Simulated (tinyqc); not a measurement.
Anisotropic elasticity and sound waves of a cubic crystal: one step, computed by the program tinyqc. Command: `OMP_NUM_THREADS=1 python tinyqc.py 3018623 3018624 out.jsonl cubicelastic walk`. One thread of a shared host (Intel(R) Xeon(R) Processor @ 2.30GHz), about 0.01 s of CPU time with the checks.

Voigt order 1..6 = xx, yy, zz, yz, xz, xy, with engineering shear strains. The rotated frame has x' as named, z' along the wafer normal and y' = z' x x'.

Task: Sound waves along the wave normal. In the cube axes, with unit normal n: G_ij = (C12 + C44) n_i n_j + (C44 - H n_i^2) delta_ij, eigenvalues rho v^2, eigenvectors u (columns, largest component positive). Group velocity V_i = [(C12 + C44)(u.n) u_i + C44 n_i - H u_i^2 n_i]/(rho v); its angle to n has cosine v/|V|.

Inputs (values chosen for the exercise, modelled on diamond): C12 = 123.6 GPa; C44 = 574.2 GPa; density rho = 3.482 g/cm^3.

Frame: (111) wafer, x' along [1-10].

wave normal (not normalised): 3  2.5  1.2

H = 214 GPa

Give: Christoffel matrix; phase velocities; polarisations; group speeds; angles between V and n.

Result:

Christoffel matrix (GPa):
```
       x      y      z
x  835.1  313.6  150.5
y  313.6  755.4  125.4
z  150.5  125.4  615.9
```

phase velocities (m/s): 11726  12548  18404

polarisations:
```
      slow     fast  longitudinal
x  -0.6755  -0.1974        0.7104
y   0.7340  -0.2716        0.6225
z   0.0700   0.9420        0.3283
```

group speeds (m/s): 11763  12662  18424

angles between V and n (degree): 4.582  7.695  2.634

Energy flows off the wave normal by up to 7.7 degrees, for the fast transverse wave.
